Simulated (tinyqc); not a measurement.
Q-state Potts model on a small periodic square lattice: enumeration, Metropolis, heat-bath and Wolff steps: one step, computed by the program tinyqc.

E = -J x (number of nearest-neighbour bonds with equal states); n x n sites with periodic edges have 2 n^2 bonds. Order parameter m = (q f - 1)/(q - 1), f being the largest share of one state. Sites are numbered row by row from 0. Here q = 4 and n = 3.

Question. Scales. K = J/(k_B T); the infinite square lattice orders at K_c = ln(1 + sqrt(q)); Wolff bond probability p = 1 - exp(-K).

Inputs (values chosen for the exercise, for a model of domains or grain orientations): number of states q = 4; coupling J = 49 meV; temperature T = 652 K.

Constants: k_B = 8.617333262e-05 eV/K.

Give: K; K_c; T_c of the infinite lattice; p.

Answer.

K = 0.8721

K_c = 1.099

T_c of the infinite lattice = 517.6 K

p = 0.5819
